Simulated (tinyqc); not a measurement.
Worked calculation: deep level with several charge states, and Shockley-Read-Hall recombination. Values are carried at full precision from step to step, so a last printed digit may differ when a step is redone from the rounded ones.

Energies from Ev. The defect has charge states 0, -1, -2 with weights 1, gm exp((EF - E1)/kT), exp((2 EF - E1 - E2)/kT); the shares are the weights over their sum. Boltzmann carriers: n = Nc exp((EF - Eg)/kT), p = Nv exp(-EF/kT). Neutrality: p - n + Nd + Nt <q> = 0.

Constants: kB = 8.617333262e-05 eV/K.

Parameters, chosen for this exercise (gap and densities of states near those of GaN at this temperature; not measured data):
```
symbol  value     unit    meaning
Eg      3.433     eV      gap
Nc      2.83e+18  1/cm^3  conduction-band density of states
Nv      5.51e+19  1/cm^3  valence-band density of states
T       350       K
E1      1.634     eV      level (0/-1) above Ev
E2      2.593     eV      level (-1/-2) above Ev
gm      1                 degeneracy of the middle state, the others 1
Nt      1e+14     1/cm^3  defects
Nd      -2.6e+13  1/cm^3  ionised shallow donors minus acceptors
E_try   1.458     eV      trial Fermi level
Et      2.593     eV      recombination level above Ev
sn      1.2e-16   cm^2    electron capture cross-section
sp_     4.9e-14   cm^2    hole capture cross-section
vth     22000000  cm/s    thermal velocity, both carriers
Nm      1e+15     1/cm^3  equilibrium holes for the lifetime steps
dn      5.2e+13   1/cm^3  excess pairs
```

## Charge states at a trial Fermi level

Form the exponents, the shares, the mean charge and the residual of neutrality at EF = E_try.

exponents of the second and third weights: [-5.835, -43.467]

shares: 0 0.9971, -1 0.0029, -2 0.0000

<q> = -0.0029

n, p (1/cm^3): [1.03e-10, 0.0558]

residual = -2.63e+13 1/cm^3

The residual is negative, so EF must fall.

## The neutral state

Solve for EF.

EF = 0.4393 eV

shares at EF: 0 1.000, -1 0.000, -2 0.000

n = 2.21e-25 1/cm^3
p = 2.60e+13 1/cm^3

Without the defects the majority density would be 2.60e+13 1/cm^3; with them the density of these carriers is 2.60e+13, nearly the same. Most defects are in the state 0.

## Recombination through one level

One level at Et with degeneracy 1: tn = 1/(sn vth Nt), tp = 1/(sp_ vth Nt), n1 = Nc exp((Et - Eg)/kT), p1 = Nv exp(-Et/kT), ni^2 = n1 p1. Equilibrium p0 = Nm, n0 = ni^2/Nm; n = n0 + dn, p = p0 + dn. U = (n p - ni^2)/(tp (n + n1) + tn (p + p1)), lifetime dn/U; emission rates en = sn vth n1, ep = sp_ vth p1.

Evaluate each quantity.

tn, tp (microsecond): [3.788, 0.009276]

n1, p1 (1/cm^3): [2.27e+06, 2.53e-18]

U = 1.37e+19 1/(cm^3 s)
lifetime = 3.79 microsecond

The lifetime is 1.000 times the minority capture time tn and 0.998 times tn + tp, the limit of high injection.

## Emission and generation in a depleted region

With n = p = 0 the level generates pairs at G = Nt en ep/(en + ep); generation lifetime tg = ni/G; current density e G W for a width W = 1 micrometre, e = 1.602176634e-19 C.

en, ep (1/s): [0.00600, 2.73e-24]

G = 2.73e-10 1/(cm^3 s)
tg = 8.79e+09 microsecond
current density = 4.37e-33 A/cm^2

The slower step, hole emission, limits the rate: en/ep = 2.2e+21.

## Checks

- U against hole capture minus emission at the steady occupation of the level (1/(cm^3 s)): both 1.373e+19.

(tinyqc, `OMP_NUM_THREADS=1 python tinyqc.py 1650258 1650259 out.jsonl`, Intel(R) Xeon(R) Processor @ 2.30GHz, 1 thread, shared host, about 0.01 s.)
